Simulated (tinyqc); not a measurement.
Kissinger analysis: growth of a silicide layer between metal and silicon: linear-parabolic kinetics, ramp anneals and Kissinger analysis. Computed by tinyqc, a small Python program. Command: `OMP_NUM_THREADS=1 python tinyqc.py 3017137 3017138 out.jsonl silicide walk`. One thread of a shared host (Intel(R) Xeon(R) Processor @ 2.30GHz), about 0.1 s of CPU time with the checks.

One compound layer of thickness x grows by diffusion through itself and reaction at an interface, dx/dt = 1/(2x/K + 1/v), until the metal is used up at x = a h.

Inputs (values chosen for the exercise, modelled on TiSi2):

| quantity | value | unit |
|---|---|---|
| metal thickness h | 5.1 | nm |
| silicide formed per metal thickness a | 2.51 | - |
| prefactor of the parabolic constant K | 6.5e+10 | nm^2/s |
| activation energy E of K | 1.72 | eV |
| prefactor of the interface velocity v | 1.7e+10 | nm/s |
| activation energy E_v | 1.89 | eV |

Constants: k_B = 8.617333262e-05 eV/K.

Method:
- The silicide ends at the thickness a h.
- K = K0 exp(-E/(k_B T)), v = v0 exp(-E_v/(k_B T)).
- Temperatures in kelvin are T(C) + 273.15.
- Ramp from x = 0 at 100 C at the rate beta: dx/dT = (1/beta)/(2x/K + 1/v), integrated adaptively (tolerance 1e-9) until x = a h at T_f.
- Plot ln(beta/T_f^2) against 1/(k_B T_f), T_f in kelvin; minus the least-squares slope estimates the activation energy.

final thickness = 12.801 nm

Ramps:

| beta (C/s) | T_f (C) | 1/(k_B T_f) (1/eV) | ln(beta/T_f^2) |
|---|---|---|---|
| 0.03 | 522.35 | 14.588 | -16.864 |
| 0.1 | 556.80 | 13.982 | -15.745 |
| 0.3 | 590.89 | 13.430 | -14.727 |
| 1 | 631.57 | 12.827 | -13.615 |
| 3 | 672.11 | 12.277 | -12.604 |
| 10 | 720.82 | 11.675 | -11.501 |
| 30 | 769.76 | 11.127 | -10.498 |

Kissinger energy = 1.8396 eV

What follows from these numbers?

A thousandfold faster ramp raises the completion temperature by only 247 C. The fit gives 1.840 eV, against E = 1.72 eV for diffusion and E_v = 1.89 eV for the interface: it lies 70 % of the way from E to E_v, as both steps resist. Caution: nucleation and competing phases are left out; disilicides such as CoSi2 and the low-resistance form of TiSi2 start by nucleation and follow this law at best in part.

Extremes, crossings and ranges named in words are read from the listed rows.
